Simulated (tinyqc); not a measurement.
Junctionless gate-all-around wire, depletion approximation: two steps of the calculation.

A uniformly doped n-type wire of radius R under a surrounding gate; long channel. Below flat band a shell from radius rc to R is fully depleted and the neutral core, at channel potential V (0 at the source, Vd at the drain), carries the current with constant mobility; s = (rc/R)^2 is the share of the cross-section that conducts. The edge of the depleted shell is taken as abrupt, so there is no subthreshold current.

Values chosen for this exercise; material values close to those of gallium nitride: wire radius R = 8 nm; donor density Nd = 1.5e19 cm^-3; flat-band voltage Vfb = 0.68 V; effective mobility in the wire mu = 89 cm^2/(V s); gate length L = 0.2 um; gate voltage Vg = 0.15 V; drain voltage Vd = 0.5 V.

Constants: q = 1.602176634e-19 C. Results are converted to the units shown.

Question 1. Conducting share at the source by Newton steps. With V = 0: f = A (1 - s + s ln s) + B (1 - s) - (Vfb - Vg); f' = A ln s - B; s(new) = s - f/f'.

s after iteration 1 = 0.24288060
A = 0.45907302 V
B = 0.45196807 V

Find: f; f'; s after iteration 2.

Answer 1.

f = 0.0019738 V
f' = -1.1016 V
s after iteration 2 = 0.24467

Question 2. Core radius, conductance and current. s solves Vfb - Vg + V = A (1 - s + s ln s) + B (1 - s), and s = 0 where the left side exceeds A + B. I = (q mu Nd pi R^2/L)[g(s0) - g(sL)], g = A (s^2/4 - (s^2/2) ln s) + B s^2/2, with s0 at V = 0 and sL at V = Vd. rc = R sqrt(s0); the small-signal conductance at Vd = 0 is q mu Nd pi R^2 s0/L.

s0 = 0.24467506
sL = 0
A = 0.45907302 V
B = 0.45196807 V

Give: rc at the source; conductance; I.

Answer 2.

rc at the source = 3.957 nm
conductance = 5.261 uS
I = 0.8546 uA

The drain end is pinched off, so the current is saturated.

Numbers from tinyqc (`OMP_NUM_THREADS=1 python tinyqc.py 2460079 2460080 out.jsonl`; about 0.01 s on one thread of a shared Intel Xeon 2.30GHz).
